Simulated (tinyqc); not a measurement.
How many bands a k.p model needs: band 5 from Gamma to L: k.p theory built from an empirical-pseudopotential calculation at Gamma.

Empirical pseudopotential on the fcc lattice, atoms at +/- tau, tau = a (1,1,1)/8, no spin-orbit coupling. H(G,G') = c (2 pi/a)^2 |k + G|^2 delta + VS(q) cos(q.tau) + i VA(q) sin(q.tau), q = G - G', c = hbar^2/2m0; k and G in units of 2 pi/a; VS at |q|^2 = 3, 8, 11 and VA at 3, 4, 11, in rydberg, zero elsewhere. The basis is fixed: all 65 G with |G|^2 up to Gcut. Energies are counted from the fourth level at Gamma.

k.p in the lowest n states at Gamma: H_nm = (E_n + c k^2) delta + 2 c k.<n|G|m>, k in 1/angstrom; with all states of the basis it is exact.

Constants: hbar^2/2m0 = 3.80998211 eV angstrom^2; Ry = 13.60569312 eV.

Parameters, chosen for this exercise (near those of Ge; not measured data): a = 5.668 angstrom (lattice constant); VS = (-0.231, 0.009, 0.059) Ry (symmetric form factors); VA = (0, 0, 0) Ry (antisymmetric form factors); Gcut = 16 (2 pi/a)^2 (largest |G|^2 of the fixed basis).

Band 5 (counted from below) at k = f (0.5, 0.5, 0.5) 2 pi/a; n ends on whole multiplets.

Energies (eV):

| f | n = 8 | n = 15 | n = 27 | n = 65 (exact) |
|---|---|---|---|---|
| 0.000 | 1.126 | 1.126 | 1.126 | 1.126 |
| 0.125 | 1.685 | 1.668 | 1.667 | 1.667 |
| 0.250 | 2.260 | 1.961 | 1.955 | 1.954 |
| 0.375 | 2.713 | 1.789 | 1.777 | 1.774 |
| 0.500 | 3.194 | 1.523 | 1.502 | 1.496 |
| 0.625 | 3.761 | 1.289 | 1.257 | 1.248 |
| 0.750 | 4.433 | 1.122 | 1.076 | 1.062 |
| 1.000 | 6.114 | 1.032 | 0.943 | 0.916 |

Give the missing row, f = 0.875.

Computed row:
```
f      n = 8  n = 15  n = 27  n = 65 (exact)
0.875  5.216   1.035   0.970           0.950
```

With n = 8 the band stays within 0.05 eV of the exact one up to f = 0.125 (error at L: +5.198 eV). With n = 15 the band stays within 0.05 eV of the exact one up to f = 0.625 (error at L: +0.116 eV). With n = 27 the band stays within 0.05 eV of the exact one over the whole line (error at L: +0.027 eV). A smaller basis can only raise a level. The exact band has its minimum on these points at f = 1.000; n = 8 puts it at f = 0.000.

(tinyqc, `OMP_NUM_THREADS=1 python tinyqc.py 1051441 1051442 out.jsonl`, Intel(R) Xeon(R) Processor @ 2.30GHz, 1 thread, shared host, about 0.3 s.)
